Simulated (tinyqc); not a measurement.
What moves the results: Slater-Koster d bands of an fcc metal. A value that a table varies takes the place of the one given here.

Slater-Koster d bands. For a bond with direction cosines (l, m, n) the 5 x 5 block is dds Ps + ddp Pp + ddd (1 - Ps - Pp), the projectors on sigma, pi and delta states about the bond; for instance <xy|xy> = 3 l^2 m^2 dds + (l^2 + m^2 - 4 l^2 m^2) ddp + (n^2 + l^2 m^2) ddd, <xy|yz> = 3 l m^2 n dds + l n (1 - 4 m^2) ddp + l n (m^2 - 1) ddd and <3z2-r2|3z2-r2> = (n^2 - (l^2 + m^2)/2)^2 dds + 3 n^2 (l^2 + m^2) ddp + (3/4)(l^2 + m^2)^2 ddd. H(k) sums the blocks times cos(k.R) over the neighbours; the d level is the zero of energy; k in 2 pi/a.

Neighbours: twelve at (a/2)(1,1,0) and equivalents.

Mesh: k = f1 b1 + f2 b2 + f3 b3 with fractions (j + 1/2)/N, j = 0 to N - 1, and b = (-1,1,1), (1,-1,1), (1,1,-1) for fcc, (0,1,1), (1,0,1), (1,1,0) for bcc, unit vectors for simple cubic. The lowest Nd/10 of all levels are filled with two electrons each; the bond energy is their sum per atom.

Values chosen for the exercise (of the size met in Co; the results hold for these values, not for the real material): dds = -0.49 eV (dd sigma); ddp = 0.206 eV (dd pi); ddd = -0.054 eV (dd delta); N = 8 (mesh); f2 = 0.487 (factor for second neighbours in bcc).

## Band filling: full bands against the rectangular model

W = sqrt(12 mu2) with mu2 the mean square level on the mesh; rectangular model: Fermi level W (Nd/10 - 1/2), bond energy -W Nd (10 - Nd)/20. The Fermi level of the mesh is the highest filled level.

Per atom (eV):

| Nd | EF, bands | bond energy, bands | EF, rectangle | bond energy, rectangle |
|---|---|---|---|---|
| 1 | -1.125 | -1.413 | -1.235 | -1.389 |
| 2 | -0.914 | -2.411 | -0.926 | -2.469 |
| 3 | -0.656 | -3.169 | -0.617 | -3.241 |
| 4 | -0.449 | -3.730 | -0.309 | -3.704 |
| 5 | 0.050 | -3.935 | 0.000 | -3.858 |
| 6 | 0.431 | -3.747 | 0.309 | -3.704 |
| 7 | 0.664 | -3.197 | 0.617 | -3.241 |
| 8 | 0.944 | -2.399 | 0.926 | -2.469 |
| 9 | 1.197 | -1.329 | 1.235 | -1.389 |

W = 3.087 eV
full width on the mesh = 3.546 eV

The bond energy is deepest at Nd = 5 (-3.935 eV); the rectangle has its minimum at 5. The two differ most at Nd = 5, by 0.077 eV or 2 % of the deepest value: the second moment fixes the parabola, and higher moments the rest. At Nd = 3 and 7 the bands give -3.169 and -3.197 eV, a skew towards more than half filling.

## Which lattice a d-band metal prefers

fcc has twelve neighbours, bcc eight and six (the six times f2), simple cubic six. The integrals of bcc and sc are scaled so that all three have the second moment of fcc, which stands for equal repulsion (structural energy difference theorem). s and p electrons are left out.

Bond energy per atom:

| Nd | fcc (eV) | bcc - fcc (meV) | sc - fcc (meV) |
|---|---|---|---|
| 1 | -1.413 | 77 | -174 |
| 2 | -2.411 | 14 | -93 |
| 3 | -3.169 | -135 | 44 |
| 4 | -3.730 | -160 | 299 |
| 5 | -3.935 | 26 | 417 |
| 6 | -3.747 | 192 | 316 |
| 7 | -3.197 | 160 | 72 |
| 8 | -2.399 | 37 | -105 |
| 9 | -1.329 | -90 | -258 |

scale factors: bcc 1.1285, sc 1.4142

mu3/mu2^1.5: fcc -0.055, bcc -0.051, sc 0.000

mu4/mu2^2: fcc 1.792, bcc 1.752, sc 2.794

largest change of a difference when N is raised to 14 = 21 meV

fcc is lowest for Nd = 5, 6 and 7. bcc is lowest for Nd = 3 and 4. sc is lowest for Nd = 1, 2, 8 and 9. bcc gains most on fcc at Nd = 4 (-160 meV). A small fourth moment marks a two-peaked band, which tends to favour fillings near one half; bcc has -2 % against fcc, and at Nd = 5 it lies +26 meV from fcc, which the fourth moment alone does not explain (differences of a few tens of meV are within the error of the mesh; hcp is left out, and this d-only model can miss the lattice of the real metal). The third moments, from three-membered rings, skew the bands. That simple cubic wins anywhere comes from keeping d bands and equal second moments alone; no transition metal takes it. Differences below about 21 meV are within the error of this mesh, and the s and p electrons left out weigh most where the d band is nearly empty or full.

## What each integral does

Levels at Gamma, E(t2g) = 3 dds + 4 ddp + 5 ddd, E(eg) = 1.5 dds + 6 ddp + 4.5 ddd, and W = sqrt(12 mu2), the width of a rectangular band with the same second moment mu2 = z (dds^2 + 2 ddp^2 + 2 ddd^2)/5, z = 12. Each row changes one parameter from the base and keeps the others.

Results:

| case | t2g (eV) | eg (eV) | W (eV) |
|---|---|---|---|
| base | -0.9160 | 0.2580 | 3.0866 |
| dds = -0.4165 eV | -0.6955 | 0.3683 | 2.7583 |
| ddp = 0.1751 eV | -1.0396 | 0.0726 | 2.9747 |
| ddd = -0.0621 eV | -0.9565 | 0.2215 | 3.0954 |

The largest shifts from the base row, up to three for each result and ties (the steps differ in size, so this ranks the rows, not the parameters). t2g (eV): dds +0.2205, ddp -0.1236, ddd -0.0405. eg (eV): ddp -0.1854, dds +0.1103, ddd -0.0365. W (eV): dds -0.3283, ddp -0.1119, ddd +0.0088. The ratio of the shifts of t2g and eg names the integral: 3 : 1.5 for dds, 4 : 6 for ddp, 5 : 4.5 for ddd.

Run: tinyqc, `OMP_NUM_THREADS=1 python tinyqc.py 1450117 1450118 out.jsonl`; Intel(R) Xeon(R) Processor @ 2.30GHz, one thread, shared host; about 0.05 s of CPU time with all checks.
